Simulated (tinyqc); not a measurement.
Inside a calculation. Model: Raman line shape of confined optical phonons and breathing modes of small crystals. Computed by tinyqc, a small Python program that keeps every step. Command: `OMP_NUM_THREADS=1 python tinyqc.py 3030306 3030307 out.jsonl confine walk`. One thread of a shared host (Intel(R) Xeon(R) Processor @ 2.30GHz), about 0.02 s of CPU time with the checks. Intermediate numbers are printed to about 6 digits and carried at full precision; extremes and crossings named in words are read from the listed rows.

Confinement in 3 direction(s) lets phonons with q away from zero scatter light. q is in units of 2 pi/a, from 0 to 1, and the branch is isotropic: omega(q)^2 = (omega_0^2 + omega_X^2)/2 + ((omega_0^2 - omega_X^2)/2) cos(pi q). The model and its constant beta are phenomenological; beta = 8 is the common choice.

Inputs (values chosen for the exercise, modelled on silicon):
```
quantity,value,unit
bulk frequency omega_0,520.6,1/cm
frequency at the zone boundary omega_X,415,1/cm
natural width Gamma_0,2.8,1/cm
lattice constant a,5.431,angstrom
size L,7.4,nm
confinement constant beta,4,-
probe offset omega - omega_0,-14,1/cm
longitudinal velocity,9000,m/s
transverse velocity,5440,m/s
```

Shape: sphere.

Constants: c = 299792458 m/s.

## Range of wave vectors

Weight W(q) = q^2 exp(-(2 L q/a)^2/(2 beta)) dq, that is exp(-k^2 L^2/(2 beta pi^2)) for k = 2 pi q/a. Width q_c = a sqrt(2 beta)/(2 L), where the exponential falls to 1/e; curvature of the branch: omega(q) = omega_0 - c q^2, c = pi^2 (omega_0^2 - omega_X^2)/(8 omega_0); for small q_c the mean of q^2 is (number of confined directions) q_c^2/2, and the mean shift is -c times that.

q_c = 0.103792 2 pi/a

curvature c = 234.131 1/cm

mean shift, quadratic estimate = -3.78336 1/cm

omega(q_c) - omega_0 = -2.50600 1/cm

## Intensity at one frequency

I(omega) = int W(q) / [(omega - omega(q))^2 + (Gamma_0/2)^2] dq / int W dq x (Gamma_0/2)^2, by 400 Gauss-Legendre points on 0 < q < min(1, 2.5 a sqrt(2 beta)/L). Bulk Lorentzian 1/(1 + (2 offset/Gamma)^2); mean shift = weighted mean of omega(q) less the bulk frequency.

I at the probe offset = 0.0350064

bulk Lorentzian there = 0.00990099

mean shift, from the weights = -3.72248 1/cm

## Peak, width and asymmetry

The peak is the maximum of I; the width is taken between the half-maximum points, and the asymmetry is the low-side half-width over the high-side one.

peak shift = -2.0989 1/cm

full width = 6.719 1/cm

asymmetry = 1.7896

peak height (bulk = 1) = 0.49528

The peak moves 56 % as far as the mean: the tail on the low side carries the rest. A shift without broadening or asymmetry would point to stress, not size.

## Line shape against size

The formulas are those given above.

Line shape:
```
L (nm),peak shift (1/cm),full width (1/cm),asymmetry,"mean shift, quadratic estimate (1/cm)"
3,-9.3106,29.369,2.5356,-23.0196
3.6,-6.6688,21.008,2.4739,-15.9858
4.4,-4.7224,14.781,2.3381,-10.7013
5.5,-3.2934,10.275,2.1233,-6.84881
7,-2.2795,7.2325,1.8527,-4.22809
10,-1.3501,4.7579,1.4737,-2.07177
15,-0.73327,3.486,1.1782,-0.920785
25,-0.30996,2.9354,1.0273,-0.331482
```

The peak shift falls with exponent -1.83 at the small end and -1.69 at the large end. For still larger L it tends to the mean shift, which goes as 1/L^2; the ratio is 0.40 in the first row and 0.94 in the last. The width exceeds Gamma_0 by over 10 % for L up to 15 nm. In a sphere the factor q^2 removes the weight at q = 0, so the peak itself moves strongly.

## Breathing mode of the free sphere

Lamb: with s = omega R/v_L, R = L/2, the lowest radial mode solves tan(s)/s = 1/(1 - s^2 v_L^2/(4 v_T^2)), s between pi/2 and pi; wavenumber = s v_L/(2 pi c R).

root s = 2.48522

breathing frequency = 962.113 GHz

breathing wavenumber = 32.0926 1/cm

Checks made by the program: mean shift of a large crystal against the quadratic estimate (relative difference 2e-05).
